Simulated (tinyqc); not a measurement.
From results back to parameters: six-band k.p model of the valence band of a wurtzite crystal. Four cases, with inputs chosen for the exercise.

Problem. In the quasi-cubic model the splittings of an unstrained wurtzite crystal obey (E1 - E2) + (E1 - E3) = Dcr + Dso and (E1 - E2)(E1 - E3) = (2/3) Dcr Dso. The two splittings are given, and it is known that Dcr < Dso.

Case 1.

E1 - E2, E1 - E3 (meV): 16.8291  81.4709

Case 2.

E1 - E2, E1 - E3 (meV): 24.8581  433.0419

Case 3.

E1 - E2, E1 - E3 (meV): 29.2481  431.5519

Case 4.

E1 - E2, E1 - E3 (meV): 28.7557  431.3443

Find: sum; product; Dcr; Dso.

Solution. Dcr and Dso are the roots of t^2 - S t + (3/2) P = 0; the energies alone cannot tell which is which, since the formulas are symmetric in the two.

Case 1.

sum = 98.30 meV
product = 1371.1 meV^2
Dcr = 30.2 meV
Dso = 68.1 meV

Case 2.

sum = 457.90 meV
product = 10764.6 meV^2
Dcr = 38.5 meV
Dso = 419.4 meV

Case 3.

sum = 460.80 meV
product = 12622.1 meV^2
Dcr = 45.6 meV
Dso = 415.2 meV

Case 4.

sum = 460.10 meV
product = 12403.6 meV^2
Dcr = 44.8 meV
Dso = 415.3 meV

Computed by tinyqc, one run a case: `OMP_NUM_THREADS=1 python tinyqc.py N N+1 out.jsonl` with N = 1080114, 1080293, 1080445, 1080509; one thread of a shared Intel(R) Xeon(R) Processor @ 2.30GHz, about 0.01 s a run at most.
